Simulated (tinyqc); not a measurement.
# Q-state Potts model on a small periodic square lattice: enumeration, Metropolis, heat-bath and Wolff steps, step by step

A worked calculation. Computed by tinyqc, a small Python program that keeps every step. Command: `OMP_NUM_THREADS=1 python tinyqc.py 3112954 3112955 out.jsonl potts walk`. One thread of a shared host (Intel(R) Xeon(R) Processor @ 2.30GHz), about 0.08 s of CPU time with the checks. Intermediate numbers are printed to about 5 digits and carried at full precision; extremes and crossings named in words are read from the listed rows.

E = -J x (number of nearest-neighbour bonds with equal states); n x n sites with periodic edges have 2 n^2 bonds. Order parameter m = (q f - 1)/(q - 1), f being the largest share of one state. Sites are numbered row by row from 0. Here q = 3 and n = 3.

Inputs (values chosen for the exercise, for a model of domains or grain orientations):
```
quantity             value  unit
number of states q       3     -
edge n                   3     -
coupling J              40   meV
temperature T          744     K
seed                394701     -
```

Update: heat bath.

Constants: k_B = 8.617333262e-05 eV/K.

## Scales

K = J/(k_B T); the infinite square lattice orders at K_c = ln(1 + sqrt(q)); Wolff bond probability p = 1 - exp(-K).

K = 0.62390

K_c = 1.0051

T_c of the infinite lattice = 461.85 K

p = 0.46415

## Density of states

All q^(n^2) states are counted by their number b of equal bonds; weights g(b) exp(K b), K = J/(k_B T). Per site: u = -J <b>/n^2, c/k_B = K^2 (<b^2> - <b>^2)/n^2.

States by number of equal bonds:
```
b   g(b)  probability
0     12   4.9303e-06
2    540   7.7267e-04
3    936   2.4994e-03
4   3240   1.6146e-02
5   3996   3.7162e-02
6   3348   5.8105e-02
7   3240   1.0494e-01
8   2592   1.5667e-01
9    660   7.4445e-02
10   810   1.7050e-01
11   108   4.2426e-02
12   144   1.0557e-01
14    54   1.3787e-01
18     3   9.2900e-02
```

The most probable level has b = 10 of 18 bonds.

## Exact averages

ln Z = ln sum g(b) exp(K b); entropy per site s/k_B = (ln Z - K <b>)/n^2.

<b> = 10.307

energy u = -45.808 meV/site

heat capacity c = 0.55273 k_B/site

entropy s = 0.91940 k_B/site

## Order parameter

The same sums with m: <m> and the Binder ratio U = 1 - <m^4>/(3 <m^2>^2).

<m> = 0.52143

Binder ratio U = 0.40993

## Eight single-site steps

start states:
```
   1  2  3
1  0  0  1
2  0  2  0
3  1  1  2
```

random numbers, one row a step:
```
        1       2       3
1  0.5182  0.8234  0.9261
2  0.4234  0.3776  0.2727
3  0.0358  0.2347  0.6098
4  0.6068  0.2905  0.9418
5  0.1209  0.4072  0.8079
6  0.2898  0.2279  0.6901
7  0.8639  0.5361  0.6667
8  0.7777  0.6017  0.3350
```

Site = floor(r1 n^2). State c is drawn with probability exp(K k_c)/sum exp(K k), k_c the number of neighbours in state c: the first c whose cumulative probability reaches r2; r3 is not used.

Steps:
```
site  old  neighbours in each state   P(old)   P(new)  new
4       2                     3 1 0  0.10677  0.19926    1
3       0                     2 2 0  0.43723  0.43723    0
0       0                     2 2 0  0.43723  0.43723    0
5       0                     1 2 1  0.25865  0.48269    1
1       0                     1 3 0  0.19926  0.69396    1
2       1                     1 2 1  0.48269  0.25865    0
7       1                     0 3 1  0.69396  0.69396    1
6       1                     2 1 1  0.25865  0.25865    1
```

states afterwards:
```
   1  2  3
1  0  1  0
2  0  1  1
3  1  1  2
```

## A longer run and its error bar

After 400 updates are discarded, b is recorded for 4000 sweeps of n^2 steps of the update named (random numbers not printed, so these rows are one sample). Records are averaged in blocks; the error is the scatter of block means over sqrt(number of blocks), and the last column its square over that for single records.

Blocking:
```
block length   mean b    error  variance ratio
1             10.4615  0.05850          1.0000
4             10.4615  0.08577          2.1501
16            10.4615  0.10391          3.1557
40            10.4615  0.11172          3.6475
100           10.4615  0.10499          3.2215
```

The run gives 10.461 +/- 0.112 (blocks of 40) against the exact 10.307, a difference of 1.4 error bars. Single records understate the error by a factor of about 1.9, because successive records are correlated.

## Across the transition

m and U = 1 - <m^4>/(3 <m^2>^2) from the same sums; K = K_c T_c/T.

Exact values for this lattice:
```
T/T_c  share of equal bonds  c (k_B/site)      <m>        U
0.50                0.99860        0.0472  0.99891  0.66644
0.70                0.98299        0.3224  0.98544  0.66309
0.85                0.94381        0.7523  0.94766  0.65169
0.95                0.89867        1.0515  0.90083  0.63529
1.00                0.87106        1.1620  0.87111  0.62377
1.10                0.81016        1.2568  0.80346  0.59424
1.25                0.71984        1.1226  0.69909  0.53855
1.50                0.60698        0.6992  0.56355  0.44431
2.00                0.49791        0.2654  0.42963  0.33138
3.00                0.42569        0.0797  0.34387  0.26976
```

c is largest, 1.26 k_B, at T/T_c = 1.1: on so small a lattice the transition is a broad bump. At T_c the infinite lattice has a share (1 + 1/sqrt(q))/2 = 0.789 of equal bonds, against 0.871 here. <m> stays at 0.34 at 3 T_c, since the largest share among 9 sites always exceeds 1/q on average.

Checks made by the program: number of states (relative difference below 1e-10).
